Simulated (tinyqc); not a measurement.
Inside a calculation: graded (staircase) quantum well by finite differences. Values are carried at full precision from step to step, so a last printed digit may differ when a step is redone from the rounded ones.

Finite differences on points z_i at the centres of cells of width h: H_ii = (c/h^2)(1/m_(i-1/2) + 1/m_(i+1/2)) + V_i, H_(i,i+1) = -(c/h^2)/m_(i+1/2), where m_(i+1/2) is the mean of the masses at the two points (the end values are repeated outwards), psi = 0 on the points beyond both ends, c = hbar^2/2m0. The field adds e F (z - z0) with z0 the middle of the structure; 1 kV/cm = 1e-5 eV/angstrom.

Constants: hbar^2/2m0 = 3.80998211 eV angstrom^2.

Parameters, chosen for this exercise (near those of an InGaAs well in InP; not measured data):
- layers = ((76, 0.26, 0.0818), (19, 0.116, 0.059), (19, 0.029, 0.0453), (19, 0, 0.0407), (19, 0.029, 0.0453), (19, 0.116, 0.059), (76, 0.26, 0.0818)) (each layer: thickness in angstrom, band edge in eV, mass in m0)
- F = 0 kV/cm (field along z)
- h = 19 angstrom (cell width of the coarse grid)
- hf = 1.1875 angstrom (cell width of the fine grid)

## The coarse grid

List the points, the potential with the field, and the masses.

Grid:
```
i   z (angstrom)  V (eV)  m (m0)
1            9.5  0.2600  0.0818
2           28.5  0.2600  0.0818
3           47.5  0.2600  0.0818
4           66.5  0.2600  0.0818
5           85.5  0.1160  0.0590
6          104.5  0.0290  0.0453
7          123.5  0.0000  0.0407
8          142.5  0.0290  0.0453
9          161.5  0.1160  0.0590
10         180.5  0.2600  0.0818
11         199.5  0.2600  0.0818
12         218.5  0.2600  0.0818
13         237.5  0.2600  0.0818
```

## The tridiagonal Hamiltonian

Form the diagonal and the neighbouring elements; V in the grid already includes the field.

diagonal H_ii (eV): 0.5180  0.5180  0.5180  0.5389  0.4683  0.4768  0.4909  0.4768  0.4683  0.5389  0.5180  0.5180  0.5180

H_(i,i+1) (eV): -0.1290  -0.1290  -0.1290  -0.1499  -0.2024  -0.2454  -0.2454  -0.2024  -0.1499  -0.1290  -0.1290  -0.1290

## Lowest levels on the coarse grid

Diagonalise the symmetric tridiagonal matrix; give the three lowest levels and the weights u_i^2 (sum 1) of the two lowest.

levels (eV): 0.0710  0.2189  0.2972

weights on the points:
```
             1      2      3      4      5      6      7      8      9     10     11     12
level 1  0.000  0.000  0.001  0.010  0.083  0.241  0.329  0.241  0.083  0.010  0.001  0.000
level 2  0.001  0.008  0.027  0.086  0.234  0.144  0.000  0.144  0.234  0.086  0.027  0.008

            13
level 1  0.000
level 2  0.001
```

## Halving the cell width

The same with h, h/2, ..., h/32. The end points move with h, since psi vanishes half a cell beyond the structure. Richardson value (4 E(h/32) - E(h/16))/3.

Convergence:
```
cell (angstrom)  points  E1 (eV)  E2 (eV)  E1 - finest (meV)
19.0000              13  0.07102  0.21887             -4.067
9.5000               26  0.07400  0.22489             -1.089
4.7500               52  0.07481  0.22641             -0.275
2.3750              104  0.07502  0.22682             -0.066
1.1875              208  0.07507  0.22694             -0.013
0.5938              416  0.07509  0.22697              0.000
```

Richardson values of E1, E2 (eV): 0.07509  0.22698

The coarse grid is 4.1 meV too low in E1. The last differences between rows shrink by a factor 4.0 (4 for a pure h^2 error, 2 for one linear in h).

## Positions and dipoles on the fine grid

With h sum psi^2 = 1: <z - z0> of three levels, |z_12| and |z_13|, the mass m1 from 1/m1 = <1|1/m|1>, and f_1j = (m1/c)(E_j - E_1) z_1j^2.

levels (eV): 0.0751  0.2269  0.3069

<z - z0> (angstrom): 0.0  0.0  0.0

|z_12|, |z_13| (angstrom): 22.54  0.00

m1 = 0.0463 m0

f_12, f_13: 0.939  0.000

The structure is symmetric and there is no field, so z_13 vanishes by parity. E2 - E1 = 151.9 meV, a wavelength of 8.2 micrometre (hc = 1239.841984 eV nm). Level 3 lies above the lowest point of the outer barriers, so it is a resonance or a state of the finite grid, and values that rest on it depend on the ends of the grid.

## Checks

- E1 at zero field on the grid h/32 against transfer matrices between the same hard ends, eV: both 0.0751.

tinyqc: `OMP_NUM_THREADS=1 python tinyqc.py 1282030 1282031 out.jsonl`; about 0.01 s, one thread, shared Intel(R) Xeon(R) Processor @ 2.30GHz.
